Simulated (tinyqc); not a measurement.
Anisotropic elasticity and sound waves of a cubic crystal: one step, computed by the program tinyqc.

Voigt order 1..6 = xx, yy, zz, yz, xz, xy, with engineering shear strains. The rotated frame has x' as named, z' along the wafer normal and y' = z' x x'.

Task: Moduli along the axes of the frame. Invert C' to S'. E along x' = 1/S'11, along y' = 1/S'22; Poisson ratios nu(x'y') = -S'12/S'11 and nu(x'z') = -S'13/S'11; in-plane shear modulus 1/S'66.

Frame: (001) wafer, x' along [210].

C' (GPa), lower triangle (symmetric):
```
          1         2         3        4        5        6
1  1134.656
2    60.344  1134.656
3   123.000   123.000  1072.000
4     0.000     0.000     0.000  572.400
5     0.000     0.000     0.000    0.000  572.400
6    46.992   -46.992     0.000    0.000    0.000  509.744
```

Give: E along x'; E along y'; nu(x'y'); nu(x'z'); in-plane shear modulus.

Result:

E along x' = 1114 GPa

E along y' = 1114 GPa

nu(x'y') = 0.04530

nu(x'z') = 0.1095

in-plane shear modulus = 505.6 GPa

E is the same along x' and y'.
